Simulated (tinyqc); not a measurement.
# A barrier in a uniform field, exact transmission by Airy functions: effect of the emitter mass

The left lead has its band edge at 0, the barrier edge falls as U(x) = U0 - F x with F = V/d for 0 < x < d, and the right lead has its edge at -V. No transverse momentum; C = hbar^2/(2 m0); psi and psi'/m are continuous. M carries (psi, psi'/m) across the barrier.

Energy scale e = (C F^2/m1)^(1/3), z(x) = (U(x) - E)/e, s = (dz/dx)/m1 = -F/(e m1); v = k/m in a lead. With a = Ai, a' = Ai', b = Bi, b' = Bi' at z1 (left edge) and z2 (right edge): M11 = pi (a2 b1' - b2 a1'), M12 = (pi/s)(b2 a1 - a2 b1), M21 = pi s (a2' b1' - b2' a1'), M22 = pi (b2' a1 - a2' b1). With M acting on (psi, psi'/m) and v = k/m in each lead, T(E) = 4 vL vR/[(vL vR M12 - M21)^2 + (vR M11 + vL M22)^2]. WKB: exp(-S), S = (4/(3 F)) sqrt(m1/C) [max(U0 - E, 0)^1.5 - max(U0 - F d - E, 0)^1.5].

Inputs (values chosen for the exercise); U0 - E and the mass are of the order of those of zirconium oxide on silicon: barrier edge at x = 0 U0 = 2.35 eV; mass in the barrier m1 = 0.25 m0; electron energy E = 0.97 eV; barrier width d = 2.5 nm; voltage across the barrier V = 2.9 V; mass in the right lead mR = 0.41 m0.

Constants: q = 1.602176634e-19 C, hbar = 1.054571817e-34 J s, m0 = 9.1093837015e-31 kg, hbar^2/(2 m0) = 0.0380998212 eV nm^2. Results are converted to the units shown.

The same in every row: exp(-S) = 0.008453.

Effect of the emitter mass:
```
mL (m0),vL (1/nm),"T(E), exact",ratio
0.041,24.92,0.01502,1.777
0.066,19.64,0.01733,2.050
0.11,15.21,0.01930,2.283
0.17,12.24,0.02022,2.391
0.27,9.711,0.02019,2.389
0.44,7.607,0.01907,2.256
0.7,6.031,0.01722,2.037
1.1,4.811,0.01502,1.777
```

What does the comparison show?

WKB does not see the lead: exp(-S) stays at 0.00845. The ratio of exact to WKB goes from 1.78 through a maximum of 2.39 (at mL = 0.17 m0 among the rows listed) to 1.78; K/m1 at the left edge is 12.0 1/nm, and vL passes from 24.9 to 4.81 1/nm. The match at the entrance is best where vL is near K/m1. In every row the field exceeds 10 MV/cm (up to 11.6), more than most dielectrics sustain; the model ignores breakdown.

Range of the model: Masses are held fixed, although real bands cease to be parabolic a few tenths of an eV from their edges.

Program tinyqc, `OMP_NUM_THREADS=1 python tinyqc.py 2580021 2580022 out.jsonl`; Intel Xeon 2.30GHz, shared host, one thread, about 0.01 s.
